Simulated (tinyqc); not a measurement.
Level against rehybridisation: Weaire-Thorpe hybrids on a Bethe lattice: gap and dangling bond of an amorphous tetrahedral solid.

Four sp3 hybrids an atom at energy 0, coupled by -V1 on the atom and by -V2 along a bond; the bonds form a tree (no rings). For any network the gap runs at least from -V2 + V1 to V2 - 3 V1, and p-like states pile up at -V2 + V1 and V2 + V1. On the tree the gap is wider: it ends at Ec = -V1 + sqrt(V2^2 + 4 V1^2 - 2 sqrt3 V1 V2), which makes it well wider than the gaps of the real glasses. A branch seen from a hybrid has the self-energy S = V2^2 g, where g is the Green function of the hybrid across the bond, whose three partners carry S themselves. With a = z - V1, b = a - S: g = 1/(a + V1 b/(b + 3 V1)), z = E + i eta. A full atom has G = (1/b)(b + 3 V1)/(b + 4 V1) per hybrid; a dangling hybrid with shift dh has G = 1/(1/g - dh).

Parameters, chosen for this exercise (out of a larger set: of the size of tabulated hybrid energies for amorphous germanium; not measured data): V1 = 1.9 eV (coupling of two hybrids on one atom); V2 = 4.28 eV (coupling of the two hybrids of a bond).

Root of 1/g(E) = dh for eta = 0 in the gap of the tree, between Ev = -V2 + V1 and Ec; a dash: none. A flatter atom makes the hybrid more p-like (dh > 0, up to V1), a more pyramidal one more s-like (dh < 0).

Level:
```
dh (eV)   E (eV)  above Ev (eV)  weight
-3.0     -1.6830         0.6970   0.581
-2.5     -1.3880         0.9920   0.597
-2.0     -1.0877         1.2923   0.602
-1.5     -0.7886         1.5914   0.592
-1.0     -0.4991         1.8809   0.563
-0.5     -0.2306         2.1494   0.506
0.0       0.0000         2.3800   0.409
0.5       0.1685         2.5485   0.254
1.0       0.2414         2.6214   0.025
```

What can be read from this table?

A level exists for 9 of the 9 rows, from dh = -3 (0.697 eV above Ev) to 1 (2.621 eV); the gap of the tree is 2.622 eV. Its slope dE/d(dh) is the weight, largest at dh = -2 (0.60). A level that rises as the atom flattens is why an emptied dangling bond relaxes flat and a doubly filled one pyramidal.

Run: tinyqc, `OMP_NUM_THREADS=1 python tinyqc.py 1481880 1481881 out.jsonl`; Intel(R) Xeon(R) Processor @ 2.30GHz, one thread, shared host; about 0.03 s of CPU time with all checks.
